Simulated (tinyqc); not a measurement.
Worked calculation: five-level k.p model folded onto the conduction band. Values are carried at full precision from step to step, so a last printed digit may differ when a step is redone from the rounded ones.

Second-order sums for the lowest conduction level at E: 1/m = 1 + Cm + (Ep/3)(2/E + 1/(E + Dso)) - (Ep2/3)(2/(E7 + D2 - E) + 1/(E7 - E)); g/2 = 1 + Cg - (Ep/3)(1/E - 1/(E + Dso)) - (Ep2/3)(1/(E7 - E) - 1/(E7 + D2 - E)). E is counted from the top of the valence band; E = Eg at the edge.

Constants: hbar^2/2m0 = 3.80998211 eV angstrom^2.

Values chosen for the exercise (near those of GaSb; the results hold for these values, not for the real material):
- Eg = 0.807 eV (gap at Gamma to the s-like level)
- Dso = 0.753 eV (spin-orbit splitting)
- Ep = 27.1 eV (Kane energy)
- E7 = 3.23 eV (upper Gamma7 conduction level, from the valence top)
- D2 = 0.31 eV (its spin-orbit splitting, Gamma8 above Gamma7)
- Ep2 = 3.1 eV (Kane energy to the upper levels)
- Cm = -2.8 (remote term in 1/m)
- Cg = 0 (remote term in g/2)
- k = 0.038 1/angstrom (wave vector along z)

## Mass and g factor term by term

Evaluate at E = Eg.

Terms:
```
level           part of 1/m  part of g
free + remote       -1.8000     2.0000
Gamma8 valence      22.3874   -22.3874
Gamma7 valence       5.7906    11.5812
Gamma8 upper        -0.7562     0.7562
Gamma7 upper        -0.4265    -0.8529
```

m = 0.0397 m0
g = -8.903

The valence levels give 28.18 to 1/m and the upper levels take 1.18 away. In g the two valence terms nearly cancel when Dso is small against Eg; here Dso/Eg = 0.93 and they leave -10.806, the upper pair -0.097.

## The matrix at one k

For k along z and one spin sector the level c couples to four states. With c0 = hbar^2/2m0, P = sqrt(Ep c0), P2 = sqrt(Ep2 c0): diagonal Eg + (1 + Cm) c0 k^2 for c, and 0, -Dso, E7 + D2, E7 for lh, so, G8 up, G7 up (their own dispersion is left out); couplings of c: sqrt(2/3) P k to lh, sqrt(1/3) P k to so, sqrt(2/3) P2 k to G8 up, sqrt(1/3) P2 k to G7 up (phases chosen real).

Fill in the matrix.

H (eV), rows c, lh, so, G8 up, G7 up and columns alike:
$$\begin{pmatrix}
0.79710 & 0.31527 & 0.22293 & 0.10663 & 0.07540 \\
0.31527 & 0 & 0 & 0 & 0 \\
0.22293 & 0 & -0.75300 & 0 & 0 \\
0.10663 & 0 & 0 & 3.54000 & 0 \\
0.07540 & 0 & 0 & 0 & 3.23000
\end{pmatrix}$$

## Exact folding onto c

Solve E = H_cc + S(E), S(E) = sum_j H_cj^2/(E - H_jj), from E = H_cc, by plain substitution and by Newton steps on E - H_cc - S(E). The weight of c in the state is Z = 1/(1 - dS/dE). The exact level is the third eigenvalue of H from below.

Iterates (eV):
```
step  substitution   Newton
0          0.79710  0.79710
1          0.94737  0.92449
2          0.92437  0.92707
3          0.92744  0.92707
4          0.92702  0.92707
5          0.92708  0.92707
6          0.92707  0.92707
7          0.92707  0.92707
```

exact level = 0.92707 eV
Z = 0.8803

Substitution multiplies the error by about dS/dE = 1 - 1/Z = -0.136 a step, so it alternates; after 7 steps it is off by 1.3e-07 eV, while Newton is within 1e-5 eV from step 2 on.

## Loewdin series

Expanding E = H_cc + S(E) about Eg in powers of k^2, with s_n = sum_j H_cj^2/(Eg - H_jj)^n: order k^2: e2 = (1 + Cm) c0 k^2 + s1; order k^4: e4 = -s2 e2; order k^6: e6 = s3 e2^2 + s2^2 e2.

Give each order and the partial sums, counted from Eg.

s1 (eV), s2 (no unit), s3 (1/eV); (1 + Cm) c0 k^2 is H_cc - Eg: [0.14852, 0.17554, 0.20126]

e2, e4, e6 (eV): [0.13862, -0.02433, 0.00814]

partial sums (eV): [0.13862, 0.11428, 0.12242]

The exact value is 0.12007 eV; the errors of the partial sums are +18.54, -5.79 and +2.35 meV.

## Checks

- Curvature of the exact level at small k against the sum for 1/m: both 25.195.

Run: tinyqc, `OMP_NUM_THREADS=1 python tinyqc.py 1081504 1081505 out.jsonl`; Intel(R) Xeon(R) Processor @ 2.30GHz, one thread, shared host; about 0.01 s of CPU time with all checks.
